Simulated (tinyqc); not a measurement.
Ion-assisted plasma etching: sheath, surface coverage, synergy and aspect-ratio dependence: one step, computed by the program tinyqc. Command: `OMP_NUM_THREADS=1 python tinyqc.py 3006485 3006486 out.jsonl etch walk`. One thread of a shared host (Intel(R) Xeon(R) Processor @ 2.30GHz), about 0.07 s of CPU time with the checks.

Radicals adsorb on bare sites; ions remove covered sites with a high yield and bare sites by sputtering; a slow spontaneous reaction acts everywhere, walls included.

Problem. Yields. Yields: Y = b (sqrt(E) - sqrt(E_th)) on covered sites, Y_p = b_p (sqrt(E) - sqrt(E_p)) on bare ones (zero below threshold).

Inputs (values chosen for the exercise, close to those used for silicon dioxide in a fluorocarbon plasma): yield slope b = 0.33 eV^(-1/2); threshold E_th = 19 eV; sputter slope b_p = 0.017 eV^(-1/2); sputter threshold E_p = 32 eV.

Feature: long trench.

ion energy E = 68.55 eV

Give: yield Y; sputter yield Y_p.

Solution.

yield Y = 1.2938

sputter yield Y_p = 0.044585
